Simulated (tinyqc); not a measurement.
Resistance of a source-drain extension with a graded tip: two steps of the calculation.

y runs along the channel, the gate covers y > 0. The doping is N0 for y < y0 and N0 10^(-(y - y0)/la) beyond, uniform over the depth xj. Sheet conductance s(y) = q mu(N) max(N - Nch, 0) xj + (for y > 0) ma Cox Vo, with mu(N) = u0 + (u1 - u0)/(1 + (N/Nr)^au) and Cox = eps0 eox/tox. Current is taken as one-dimensional; depletion of the tip, spreading and the contact are left out. The metallurgical junction lies at yj, where N = Nch.

Inputs (values chosen for the exercise); mobility law close to that of holes in silicon:

| symbol | value | unit | meaning |
|---|---|---|---|
| eox | 24.5 |  | relative permittivity of the gate insulator (close to zirconium oxide) |
| tox | 9.6 | nm | insulator thickness |
| N0 | 8.8e19 | cm^-3 | active doping of the extension far from the gate |
| la | 2.2 | nm/decade | lateral abruptness |
| y0 | -0.2 | nm | position under the gate where the fall begins (gate edge at 0) |
| xj | 22 | nm | depth of the extension |
| Nch | 3e18 | cm^-3 | channel doping |
| Vo | 0.38 | V | gate overdrive |
| ma | 34 | cm^2/(V s) | mobility of the gate-induced layer |
| u1 | 470.5 | cm^2/(V s) | mobility at low doping |
| u0 | 44.9 | cm^2/(V s) | mobility at high doping |
| Nr | 2.23e17 | cm^-3 | reference doping |
| au | 0.719 |  | exponent |
| Lg | 50 | nm | gate length |

Constants: q = 1.602176634e-19 C, eps0 = 8.8541878128e-14 F/cm where lengths are in cm. Results are converted to the units shown.

Problem 1. Sheet resistances and junction position. yj = y0 + la log10(N0/Nch); sheet resistance of the full extension 1/[q mu(N0)(N0 - Nch) xj] and of the gate-induced layer 1/(ma Cox Vo); metallurgical length Lg - 2 yj; ye is where the doped and the gate-induced conductances are equal.

Wanted: yj; sheet resistance of the extension; sheet resistance of the induced layer; metallurgical length; ye; N at ye.

Solution 1.

yj = 3.028 nm
sheet resistance of the extension = 659.5 ohm/square
sheet resistance of the induced layer = 3.425e4 ohm/square
metallurgical length = 43.94 nm
ye = 2.780 nm
N at ye = 3.889e18 cm^-3

The gate takes over 0.248 nm before the junction, where N is still 1.30 times the channel doping.

Problem 2. Resistance of the overlapped part. Midpoint rule on 9 equal steps from 0 to yj: R_ov = sum h/s(y), per width.

Give: y; N; doped conductance; sheet resistance; R_ov.

Solution 2.

```
point  y (nm)  N (cm^-3)  doped conductance (uS)  sheet resistance (ohm/square)
0      0.1682   5.986e19                    1050                          926.5
1      0.5047   4.209e19                   751.0                           1282
2      0.8412   2.960e19                   536.2                           1769
3       1.178   2.081e19                   380.5                           2441
4       1.514   1.463e19                   266.2                           3385
5       1.851   1.029e19                   180.8                           4763
6       2.187   7.236e18                   115.2                           6928
7       2.523   5.088e18                   62.94                        1.085e4
8       2.860   3.578e18                   19.51                        2.053e4
```

R_ov = 17.79 ohm um

Computed by the program tinyqc: `OMP_NUM_THREADS=1 python tinyqc.py 2282021 2282022 out.jsonl`, one thread of a shared Intel Xeon 2.30GHz, about 0.06 s for the whole run.
